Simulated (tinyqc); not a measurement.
# Doping and thickness from pinch-off voltage and conductance

Problem. A uniform channel has Vp = q Nd a^2/(2 eps0 eps_r) and G0 = q mu Nd a W/L. Find a and Nd.

Inputs (values chosen for the exercise); material values those of a made-up semiconductor:
```
symbol,value,unit,meaning
eps_r,11.5,,relative permittivity of the semiconductor
mu,5900,cm^2/(V s),low-field mobility at this doping
L,0.3,um,gate length
W,300,um,gate width
```

Constants: q = 1.602176634e-19 C, eps0 = 8.8541878128e-14 F/cm where lengths are in cm. Results are converted to the units shown.

Vp = 1.7040890 V
G0 = 1077.6240 mS

Solution. G0 gives the product Nd a and Vp gives Nd a^2; their ratio is a.

a = 190.0 nm
Nd = 6.000e16 cm^-3

Numbers from tinyqc (`OMP_NUM_THREADS=1 python tinyqc.py 2500116 2500117 out.jsonl`; about 0.09 s on one thread of a shared Intel Xeon 2.30GHz).
